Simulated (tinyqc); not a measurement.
Displacements against temperature: thermal displacements in the Debye model: Debye-Waller factors, bond-length spread and the Lindemann rule. Computed by tinyqc, a small Python program. Command: `OMP_NUM_THREADS=1 python tinyqc.py 3025369 3025370 out.jsonl debyewaller walk`. One thread of a shared host (Intel(R) Xeon(R) Processor @ 2.30GHz), about 0.01 s of CPU time with the checks.

A Debye spectrum with three branches of one velocity, cut at k_B Theta; 4 atoms per cube, nearest neighbours at d = 0.707107 a.

Inputs (values chosen for the exercise, modelled on nickel):
```
quantity                 value      unit
atomic mass M            58.69         u
Debye temperature Theta    397         K
lattice constant a       3.524  angstrom
temperature T              150         K
```

Structure: fcc.

reflection (h k l): 1  1  1

Constants: hbar^2/u = 4.18015928e-03 eV angstrom^2; k_B = 8.617333262e-05 eV/K.

Method:
- <u_x^2> = (3 hbar^2/(2 M k_B Theta)) int_0^1 s coth(s Theta/(2T)) ds (64 Gauss-Legendre points); it tends to 3 hbar^2/(4 M k_B Theta) at T = 0 and to 3 hbar^2 T/(M k_B Theta^2) at high T.
- B = 8 pi^2 <u_x^2>.
- G = 2 pi sqrt(h^2 + k^2 + l^2)/a; the intensity is multiplied by exp(-2W), 2W = G^2 <u_x^2>; the loss goes into thermal diffuse scattering.
- Correlated Debye model: sigma^2 = (3 hbar^2/(M k_B Theta)) int_0^1 s coth(s Theta/(2T)) [1 - sin(s q_D R)/(s q_D R)] ds for two atoms at distance R, q_D = (6 pi^2 n)^(1/3), n atoms per volume; uncorrelated motion would give 2 <u_x^2>.
- The correlation is 1 - sigma^2/(2 <u_x^2>); exp(-2W) uses 2W = G^2 <u_x^2>.

|G| = 3.08819 1/angstrom

Displacements (angstrom^2):
```
T (K)    <u_x^2>   classical  sigma^2 at d  sigma^2 at 2d  exp(-2W)
12     0.0015708  1.8879e-04     0.0026888      0.0029784   0.98513
40     0.0016657  6.2930e-04     0.0027111      0.0030400   0.98424
79     0.0019585   0.0012429     0.0029063      0.0034066   0.98150
140    0.0026596   0.0022025     0.0036028      0.0044596   0.97495
220    0.0037646   0.0034611     0.0048561      0.0062037   0.96473
320    0.0052464   0.0050344     0.0066153      0.0085797   0.95120
480    0.0076941   0.0075516     0.0095792       0.012530   0.92925
710     0.011267    0.011170      0.013945       0.018314   0.89812
870     0.013766    0.013687      0.017010       0.022364   0.87697
```

The classical line is within 5 % from T = 320 K (T/Theta = 0.81) on. The correlation of nearest neighbours grows from 0.14 to 0.38, since thermal motion weights long waves, which move neighbours together, more than zero-point motion does; at 2d it ends at 0.19. The reflection keeps 99 % of its intensity at the lowest T and 88 % at the highest.

Extremes, crossings and ranges named in words are read from the listed rows.
